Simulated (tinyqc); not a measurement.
Frequency dispersion of an accumulation capacitance by border traps, distributed model: two steps of the calculation.

Traps spread evenly through the insulator exchange electrons with the semiconductor by tunnelling, with tau(x) = t0 exp(2 ka x) at depth x from the interface. The admittance per area Y seen at depth x obeys dY/dx = -Y^2/(i w eps0 eox) + q Nb ln(1 + i w tau)/tau, with Y(0) = i w Cs and w = 2 pi f; the gate sees Y(tox) = G + i w C. Working variable y = Y/(i w), in uF/cm^2. Cox = eps0 eox/tox.

Parameters, values chosen for the exercise; permittivity close to that of aluminium oxide:
- eox = 8.31 (relative permittivity of the insulator)
- tox = 3.4 nm (insulator thickness)
- Cs = 1.8 uF/cm^2 (semiconductor capacitance in accumulation)
- Nb = 5.1e18 cm^-3 eV^-1 (density of border traps)
- ka = 5.5 1/nm (decay constant of the wave function in the insulator)
- t0 = 5e-11 s (time constant of a trap at the interface)
- f = 1000 Hz (frequency)
- xe = 1.8 nm (depth down to which the steps are taken)

Constants: q = 1.602176634e-19 C, eps0 = 8.8541878128e-14 F/cm where lengths are in cm. Results are converted to the units shown.

Task 1. Scales and lumped estimate. Cox; trap-free value 1/(1/Cox + 1/Cs); response depth d = ln(1/(w t0))/(2 ka), where w tau = 1; lumped estimate: all traps within d act as C_bt = q Nb d placed at d/2, so C = 1/{1/[1/(1/Cs + d/(2 eps0 eox)) + C_bt] + (tox - d/2)/(eps0 eox)}.

Find: Cox; trap-free C; d; C_bt; lumped C.

Result 1.

Cox = 2.1641 uF/cm^2
trap-free C = 0.98266 uF/cm^2
d = 1.3612 nm
C_bt = 0.11123 uF/cm^2
lumped C = 1.0266 uF/cm^2

The traps within reach amount to 0.0618 Cs and lie in the first 40.0 % of the insulator.

Task 2. Midpoint steps through the active depth. In terms of y: dy/dx = -y^2/(eps0 eox) + s(x), s = q Nb ln(1 + z)/z, z = i w tau. 11 midpoint steps of h = xe/11: y_half = y + (h/2) y'(x, y), y(new) = y + h y'(x + h/2, y_half).

Wanted: x; s; y.

Result 2.

```
point	x (nm)	s (uF/(cm^2 nm))	y (uF/cm^2)
0	0	0.08171+0.00000i	1.800+0.000i
1	0.1636	0.08171+0.00000i	1.744+0.000i
2	0.3273	0.08171+0.00000i	1.691+0.000i
3	0.4909	0.08171+0.00000i	1.643+0.000i
4	0.6545	0.08171-0.00002i	1.598+0.000i
5	0.8182	0.08171-0.00010i	1.556+0.000i
6	0.9818	0.08170-0.00063i	1.517+0.000i
7	1.145	0.08148-0.00379i	1.481+0.000i
8	1.309	0.07441-0.02000i	1.446-0.002i
9	1.473	0.03081-0.03038i	1.410-0.007i
10	1.636	0.00603-0.01199i	1.369-0.010i
11	1.800	0.00102-0.00316i	1.329-0.010i
```

Program tinyqc, `OMP_NUM_THREADS=1 python tinyqc.py 2202185 2202186 out.jsonl`; Intel Xeon 2.30GHz, shared host, one thread, about 0.3 s.
